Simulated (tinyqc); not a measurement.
Standing waves and exposure in a photoresist film: one step. Round trip and reflectance. Three cases, with inputs chosen for the exercise.

Problem. Form p^2, the denominator and R; the period of the standing wave is lam/(2 n1).

Normal incidence from air. Unexposed resist: N1 = n1 + i k1 with k1 = (A + B) lam/(4 pi), lam in micrometres. r01 = (1 - N1)/(1 + N1), t01 = 2/(1 + N1). Substrate Ns = ns + i ks: r12 = (N1 - Ns)/(N1 + Ns). With p = exp(2 pi i N1 d/lam), the field at depth z is E(z) = t01 [exp(2 pi i N1 z/lam) + r12 p^2 exp(-2 pi i N1 z/lam)]/(1 + r01 r12 p^2), the relative intensity I(z) = n1 |E(z)|^2 and the reflectance R = |(r01 + r12 p^2)/(1 + r01 r12 p^2)|^2.

Give: p^2; 1 + r01 r12 p^2; R; period.

Case 1.

Values chosen (out of a larger set: a resist on Al, indices near tabulated ones; not measured data): d = 452 nm (resist thickness); lam = 248 nm (vacuum wavelength).

N1 = 1.7460000+0.0191432i
r01 = -0.271703-0.005077i
r12 = -0.472556-0.811226i

Solution.

p^2 = -0.4249+0.4853i
1 + r01 r12 p^2 = 0.8391-0.0344i
R = 0.1650
period = 71.02 nm

The film holds 6.36 periods.

Case 2.

Values chosen (out of a larger set: a resist on Si, indices near tabulated ones; not measured data): d = 706 nm (resist thickness); lam = 365 nm (vacuum wavelength).

N1 = 1.7270000+0.0255603i
r01 = -0.266658-0.006874i
r12 = -0.617483-0.121783i

Solution.

p^2 = -0.2260-0.4874i
1 + r01 r12 p^2 = 0.9809-0.0881i
R = 0.1425
period = 105.67 nm

The film holds 6.68 periods.

Case 3.

Values chosen (out of a larger set: a resist on W, indices near tabulated ones; not measured data): d = 94 nm (resist thickness); lam = 193 nm (vacuum wavelength).

N1 = 1.6760000+0.0153585i
r01 = -0.252640-0.004289i
r12 = -0.440765-0.560260i

Solution.

p^2 = -0.6123-0.6736i
1 + r01 r12 p^2 = 1.0299-0.1612i
R = 0.4912
period = 57.58 nm

The film holds 1.63 periods.

Computed by tinyqc, one run a case: `OMP_NUM_THREADS=1 python tinyqc.py N N+1 out.jsonl` with N = 1681201, 1681377, 1681873; one thread of a shared Intel(R) Xeon(R) Processor @ 2.30GHz, about 0.01 s a run at most.
